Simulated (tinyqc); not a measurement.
Worked calculation: shallow acceptor in the spherical four-band model. Values are carried at full precision from step to step, so a last printed digit may differ when a step is redone from the rounded ones.

Units Ry* = Ry/(g1 eps^2) and a* = a0 eps g1; mu = (6 g3 + 4 g2)/(5 g1) is the spherical heavy-light coupling and delta = (g3 - g2)/g1 the cubic term, which is left out.

Constants: Ry = 13.60569312 eV; a0 (Bohr radius) = 0.5291772105 angstrom.

Parameters, chosen for this exercise (near those of a shallow acceptor in Si, where the small spin-orbit splitting and strong warping make this model rough; shifted at random, so the results belong to these values and not to a real crystal): g1 = 4.29 (Luttinger gamma1); g2 = 0.34 (gamma2); g3 = 1.45 (gamma3); eps = 11.7 (dielectric constant); al = (0.175, 1.05, 6.31) 1/a*^2 (exponents a_i, the same for f and g); Dso = 0.044 eV (spin-orbit splitting).

## Units and couplings

Give Ry*, a*, mu, delta and the spherical masses 1/(g1 (1 -/+ mu)).

Ry* = 23.168 meV
a* = 26.56 angstrom
mu = 0.4690
delta = 0.2587

heavy and light mass (m0): 0.4390  0.1587

A hydrogen model with the heavy mass would bind by Ry*/(1 - mu) = 43.6 meV and with the light mass by 15.8 meV. delta/mu = 0.55: the cubic term is not small, so the spherical result is a first estimate.

## Matrices in a small basis

The ground state 1S3/2 has an L = 0 part f(r) and an L = 2 part g(r). In units of Ry* and a*, with Gaussians f_i = exp(-a_i r^2), g_i = r^2 exp(-a_i r^2), A = a_i + a_j and I(n) = Gamma((n + 1)/2)/(2 A^((n + 1)/2)): S_ff = I(2), S_gg = I(6), H_ff = (6 a_i a_j/A) I(2) - 2 I(1), H_gg = (14 a_i a_j/A) I(6) - 2 I(5), H_fg = -mu [15 I(2) - 20 a_j I(4) + 4 a_j^2 I(6)]; each function is then normalised. The split-off band is left out.

Form S and H.

S, lower triangle:
```
        f1      f2      f3      g1      g2      g3
f1  1.0000
f2  0.5855  1.0000
f3  0.1845  0.5850  1.0000
g1       0       0       0  1.0000
g2       0       0       0  0.2868  1.0000
g3       0       0       0  0.0194  0.2862  1.0000
```

H (Ry*), lower triangle:
```
         f1       f2        f3       g1      g2       g3
f1  -0.8101
f2  -0.9355  -0.1204
f3  -0.8718  -0.4219   10.9129
g1  -0.3179  -0.5469   -0.2221   0.5129
g2  -0.0912  -1.9072   -3.2803   0.2202  5.6058
g3  -0.0062  -0.5458  -11.4616  -0.0132  2.6724  39.8942
```

## Ground state in the small basis

Solve H u = E S u for the lowest level of the acceptor; the first half of the basis is L = 0 and the second L = 2. Give E, E without the f-g block, and the L = 2 weight u_g S_gg u_g with u S u = 1.

E = -1.223 Ry*
E without coupling = -0.989 Ry*
L = 2 weight = 0.087

Without the coupling the exact value is -1, which this basis, tuned to the compact coupled state, misses by 0.011. The coupling to L = 2 takes the level to 1.22 times that exact value.

## Converged result

Converged values use 22 exponents 2.2^i, i = -7 to 14, for f and for g.
Ground and next level of the same symmetry, L = 2 weight and mean radius.

1S3/2 and 2S3/2 (Ry*): -1.253  -0.342

binding energies (meV): 29.0  7.9

L = 2 weight = 0.096
<r> = 32.9 angstrom

The small basis reaches 98 % of the binding. The ratio 1S/2S is 3.67 (4 for hydrogen). The binding is 0.66 of Dso, so the split-off band, left out here, would deepen it noticeably.

## Checks

- Level at mu = 0 against -1 Ry*: both -1.0000.
- Ground level from a second, denser basis, Ry*: both -1.253.

tinyqc: `OMP_NUM_THREADS=1 python tinyqc.py 1252142 1252143 out.jsonl`; about 0.06 s, one thread, shared Intel(R) Xeon(R) Processor @ 2.30GHz.
